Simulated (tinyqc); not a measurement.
Worked calculation: epitaxial growth on a vicinal surface: Burton-Cabrera-Frank step flow, step-edge barrier and island nucleation. Computed by tinyqc, a small Python program that keeps every step. Command: `OMP_NUM_THREADS=1 python tinyqc.py 3000339 3000340 out.jsonl stepflow walk`. One thread of a shared host (Intel(R) Xeon(R) Processor @ 2.30GHz), about 0.01 s of CPU time with the checks. Intermediate numbers are printed to about 6 digits and carried at full precision; extremes and crossings named in words are read from the listed rows.

Adatoms land at rate F, hop on a square grid (a simplification for hexagonal faces), desorb, or join steps. Lengths are in units of a and n is the adatom coverage. Steps ascend at x = 0 and descend at x = l.

Inputs (values chosen for the exercise, close to those used for Si(111)): site spacing a = 3.84 angstrom; step height h = 3.14 angstrom; diffusion barrier E_d = 1.02 eV; desorption energy E_a = 3.11 eV; adatom formation energy E_f = 1.17 eV; step-edge barrier E_s = 0.27 eV; attempt frequency nu = 10 THz; deposition rate F = 0.031 layers/s; miscut angle = 0.3 degrees; temperature T = 810 C; critical nucleus size i = 3; binding energy of the critical nucleus E_i = 0.49 eV.

Constants: k_B = 8.617333262e-05 eV/K.

## Scales

D = nu exp(-E_d/(k_B T)) (a^2/s, nu counted per direction); tau = exp(E_a/(k_B T))/nu; x_s = sqrt(D tau); n_eq = exp(-E_f/(k_B T)); terrace width l = h/(a tan(miscut)); Schwoebel length l_s = exp(E_s/(k_B T)) - 1. Temperatures in kelvin are T(C) + 273.15.

D = 1.79495e+08 a^2/s

lifetime tau = 29.5453 s

diffusion length x_s = 72823.3 a

equilibrium coverage n_eq = 3.59847e-06

terrace width l = 156.169 a

Schwoebel length l_s = 17.0418 a

l/x_s = 0.00214: nearly every adatom reaches a step.

## Terrace solution

D n'' - n/tau + F = 0 with n(0) = n_eq and -l_s n'(l) = n(l) - n_eq. With u = n - F tau, A = n_eq - F tau, y = l/x_s, s = l_s/x_s: u = A cosh(x/x_s) + B sinh(x/x_s), B = A (1 - cosh y - s sinh y)/(sinh y + s cosh y). Flux into the ascending step J+ = D B/x_s, over the descending one J- = -(D/x_s)(A sinh y + B cosh y); step velocity J+ + J-; growth rate (J+ + J-)/l. For small y: J+ + J- = (F - n_eq/tau) l, J-/J+ = l/(l + 2 l_s). The coverage peaks where n' = 0, tanh(x/x_s) = -B/A.

J+ = 2.65877 atoms per step site and s

J- = 2.18246 atoms per step site and s

growth rate = 0.0309999 layers/s

peak coverage = 4.23369e-06

position of the peak = 85.7672 a

4.4e-4 % of the flux desorbs; even closely spaced steps lose n_eq/tau, 3.9e-4 % of F. The ascending step takes 54.9 %: the barrier makes an uphill current, which evens out terrace widths but makes steps meander and favours mounds on wide terraces.

## Step flow or islands

Island density on a flat surface without desorption: N = 0.25 (F/D)^(i/(i+2)) exp(E_i/((i+2) k_B T)) per site, with E_i = 0 for i = 1; spacing l_n = N^(-1/2). Step flow needs an effective width l_eff = 2 x(peak) below l_n.

island density N on a flat surface = 9.91538e-07 per site

island spacing l_n = 1004.26 a

ratio l_eff/l_n = 0.170807

Steps capture adatoms before they meet: step flow. Caution: the prefactor 0.25 and the criterion are estimates, good to a factor of about two in length.

## Growth mode over temperature

x(peak) solves tanh(x/x_s) = -B/A. Rows where evaporation outweighs deposition are left out.

Scales:
```
T (C)  x_s (a)  l_s (a)  incorporated share  l_n (a)  l_eff/l_n
610     919158  33.7360            1.000000   424.41   0.433341
660     440413  27.7225            1.000000   544.92   0.329799
710     227421  23.2137            1.000000   682.08   0.258589
760     125194  19.7529            0.999999   835.42   0.207924
810      72823  17.0418            0.999996  1004.26   0.170807
860      44435  14.8799            0.999969  1187.76   0.142920
910      28269  13.1286            0.999807  1385.01   0.121501
960      18656  11.6902            0.998954  1595.02   0.104729
1010     12718  10.4939            0.994993  1816.78   0.091372
```

The ratio stays below 1: step flow in every row. Incorporation goes from 100.0 % to 99.5 %.

Checks made by the program: growth rate against F minus desorption, from a numerical solution (relative difference below 1e-10).
